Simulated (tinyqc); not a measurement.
Harmonic transition-state theory with quantum, tunnelling and friction corrections: one step, computed by the program tinyqc. Command: `OMP_NUM_THREADS=1 python tinyqc.py 3009526 3009527 out.jsonl rates walk`. One thread of a shared host (Intel(R) Xeon(R) Processor @ 2.30GHz), about 0.06 s of CPU time with the checks.

One atom hops between equivalent sites; three modes at the minimum and two real modes at the saddle are treated as harmonic, the rest of the crystal as unchanged; melting is ignored, so hot rows may lie above the melting point.

Task: Quantum harmonic rate. Vineyard: nu* = product of minimum frequencies / product of real saddle frequencies; k_cl = nu* exp(-E_b/(k_B T)). Quantum harmonic: k_q = (k_B T/h) [prod 2 sinh(x_i/2) (minimum) / prod 2 sinh(x_j/2) (saddle)] exp(-E_b/(k_B T)), x = h nu/(k_B T). Zero-point correction to the barrier = (h/2)(sum of saddle frequencies - sum of minimum frequencies).

Inputs (values chosen for the exercise, modelled on a vacancy in silicon): barrier E_b = 0.408 eV; temperature T = 194 K.

Lattice of sites: three-dimensional.

frequencies at the minimum (THz): 7.22  7.78  10.7

real frequencies at the saddle (THz): 8.86  10.1

Constants: h x 1 THz = 4.135667696 meV; k_B = 8.617333262e-05 eV/K.

Give: x at the minimum; x at the saddle; zero-point correction; quantum harmonic rate k_q; ratio k_q/k_cl.

Result:

x at the minimum: 1.786  1.925  2.647

x at the saddle: 2.192  2.499

zero-point correction = -13.94 meV

quantum harmonic rate k_q = 189.7 1/s

ratio k_q/k_cl = 1.122

To second order in x the ratio is 1 + (sum x_i^2 - sum x_j^2)/24 = 1.1189.
